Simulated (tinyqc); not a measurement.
Boltzmann transport in a parabolic band with a power-law relaxation time: sweeps and comparisons. A value that a table varies takes the place of the one given here.

F_j(eta) = (1/Gamma(j + 1)) integral_0^infinity x^j dx/(1 + exp(x - eta)), which tends to exp(eta) for eta << 0.

n = N F_1/2(eta) with N = 2 (m kB T/(4 pi c))^(3/2) with c = hbar^2/2m0, in 1/angstrom^3; times 1e24 for 1/cm^3, m = md.

tau = tau0 x^r with x = E/kT. With K_j = Gamma(j + 1) F_j(eta): <tau> = tau0 (r + 3/2) K_(r+1/2)/((3/2) K_(1/2)); mu = <tau>/(mc m0/e), m0/e = 5.685630e-12 kg/C; Hall factor rH = (3/2) K_(1/2) (2r + 3/2) K_(2r+1/2)/((r + 3/2) K_(r+1/2))^2; Seebeck S = -(kB/e) [(r + 5/2) K_(r+3/2)/((r + 3/2) K_(r+1/2)) - eta]; Lorenz number L = (kB/e)^2 [(r + 7/2) K_(r+5/2)/((r + 3/2) K_(r+1/2)) - ((r + 5/2) K_(r+3/2)/((r + 3/2) K_(r+1/2)))^2]; kB/e in V/K. Valley anisotropy is left out of rH.

Constants: hbar^2/2m0 = 3.80998211 eV angstrom^2; kB = 8.617333262e-05 eV/K.

Inputs chosen for the exercise (masses near those of Ge; tau0 is set for a mobility of the usual size at this n, kL is a free input; freeze-out and phonon drag, which matter near 77 K, are left out; shifted at random, so the results belong to these values and not to a real crystal):
- md = 0.554 m0 (density-of-states mass)
- mc = 0.1203 m0 (conductivity mass)
- tau0 = 8.3 fs (tau at E = kT)
- r = 0.5 (exponent of tau)
- T = 300 K
- kL = 11 W/(m K) (lattice thermal conductivity)
- ta = 78 fs (acoustic tau at E = kT and 300 K)
- ti = 50 fs (impurity tau at E = kT and 300 K)
- n = 4e+19 1/cm^3 (electron density)

## Doping: the thermoelectric optimum

tau0 is held fixed. sigma = e n mu with e = 1.602176634e-19 C; ZT = S^2 sigma T/(kL + L sigma T).

Results:
```
n (1/cm^3)    eta  mu (cm^2/(V s))  sigma (S/cm)     rH  S (microvolt/K)  L (1e-8)  S^2 sigma (mW/(m K^2))      ZT
1.0e+17     -4.64              183          2.93  1.104             -658     2.228                   0.127  0.0035
3.0e+17     -3.53              183          8.80  1.104             -564     2.228                   0.280  0.0076
1.0e+18     -2.30              184          29.5  1.101             -460     2.228                   0.625   0.017
3.0e+18     -1.14              188          90.3  1.095             -366     2.228                    1.21   0.033
6.0e+18     -0.34              193           186  1.088             -307     2.229                    1.75   0.047
1.0e+19      0.30              200           320  1.079             -264     2.232                    2.23   0.060
3.0e+19      2.05              228      1.10e+03  1.051             -176     2.252                    3.38   0.086
5.0e+19      3.18              252      2.02e+03  1.037             -139     2.276                    3.88   0.094
1.0e+20      5.33              299      4.79e+03  1.020              -96     2.325                    4.38   0.092
3.0e+20     11.34              415      1.99e+04  1.006              -49     2.400                    4.74   0.056
```

|S| falls by 198 microvolt/K from the first to the third row (198 a decade in the non-degenerate range; holes, which count near the intrinsic density, and non-parabolicity are left out). The power factor still rises at the last row, because tau grows with the Fermi energy for this r; ZT is largest at 5e+19 1/cm^3 (eta = 3.18). mu changes by a factor 2.27 over the table and rH goes from 1.104 to 1.006. A real tau0 would fall with doping.

## The scattering mechanism

eta = 2.65254

Same eta for each exponent.

Results:
```
r                                     mechanism  <tau>/tau0     rH  S (microvolt/K)  L (1e-8 W ohm/K^2)
-0.5                           acoustic phonons       0.529  1.061            -94.1               1.942
0.0                  a constant relaxation time       1.000  1.000           -124.7               2.085
0.5   polar optical or piezoelectric scattering       1.982  1.043           -154.3               2.264
1.5                          ionised impurities       8.808  1.386           -213.4               2.720
```

From r = -1/2 to 3/2 |S| grows by 119.3 microvolt/K, against 2 kB/e = 172.3 in the non-degenerate limit: scattering that favours fast electrons raises the mean energy carried. rH is 1 only for constant tau and reaches 1.386 for r = 3/2; L spans 1.942 to 2.720 against the metallic 2.443.

## Mobility against temperature (two scattering mechanisms together, and the Matthiessen rule)

Non-degenerate electrons. 1/tau(x) = x^(1/2)/tA + 1/(tI x^(3/2)), x = E/kT, with tA = ta (T/300)^(-3/2) and tI = ti (T/300)^(3/2) (the screening logarithm is held fixed). <tau> = integral x^(3/2) tau exp(-x) dx/Gamma(5/2); mu = <tau>/(mc m0/e), m0/e = 5.685630e-12 kg/C. Matthiessen: 1/mu = 1/muA + 1/muI with <tau>A = tA Gamma(2)/Gamma(5/2), <tau>I = tI Gamma(4)/Gamma(5/2).

rH = <tau^2>/<tau>^2. ta and ti are inputs of their own, not tied to tau0.

Mobilities (cm^2/(V s)):
```
T (K)  acoustic  impurity  Matthiessen  exact     rH  Matthiessen/exact
40     1.76e+04       161          159    156  1.853              1.020
60     9.59e+03       295          286    270  1.724              1.061
80     6.23e+03       454          423    377  1.578              1.124
120    3.39e+03       835          670    527  1.343              1.272
160    2.20e+03  1.29e+03          812    588  1.202              1.381
220    1.37e+03  2.07e+03          823    579  1.095              1.422
300         858  3.30e+03          681    502  1.043              1.357
400         557  5.08e+03          502    400  1.029              1.255
550         346  8.19e+03          332    287  1.041              1.155
```

The exact mobility peaks at 160 K of those listed. The two mechanisms are equal between 160 and 220 K. The rule overestimates everywhere, most at 220 K (by 42 %), since impurities stop the slow electrons and phonons the fast ones. rH runs between 1.029 and 1.853; the pure limits are 1.178 and 1.933, and the mixture dips below both, since the opposite energy slopes of the two rates leave tau nearly constant. Optical and intervalley phonons, left out, lower real mobilities above about 150 K.

## What moves the coefficients

sigma = e n mu with e = 1.602176634e-19 C; ZT = S^2 sigma T/(kL + L sigma T). Each row changes one parameter from the base and keeps the others.

Results:
```
case              mu (cm^2/(V s))  sigma (S/cm)  S (microvolt/K)      ZT
base                        240.6          1542           -154.3  0.0914
md = 0.72 m0                224.3          1437           -183.6   0.121
mc = 0.1564 m0              185.0          1186           -154.3  0.0717
n = 8e+19 1/cm^3            281.8          3611           -108.4  0.0943
tau0 = 12.45 fs             360.8          2313           -154.3   0.131
kL = 5.5 W/(m K)            240.6          1542           -154.3   0.168
T = 350 K                   230.4          1477           -171.3   0.125
```

The largest shifts from the base row, up to three for each result and ties (the steps differ in size, so this ranks the rows, not the parameters). mu (cm^2/(V s)): tau0 +120, mc -55.5, n +41.2; unchanged at the printed digits by kL. sigma (S/cm): n +2.07e+03, tau0 +771, mc -356; unchanged at the printed digits by kL. S (microvolt/K): n +45.9, md -29.3, T -17.0; unchanged at the printed digits by mc, tau0 and kL. ZT: kL +0.0768, tau0 +0.0400, T +0.0333. The row for T keeps tau0 fixed; for phonon scattering tau0 itself falls as T rises.

(tinyqc, `OMP_NUM_THREADS=1 python tinyqc.py 1680812 1680813 out.jsonl`, Intel(R) Xeon(R) Processor @ 2.30GHz, 1 thread, shared host, about 0.02 s.)
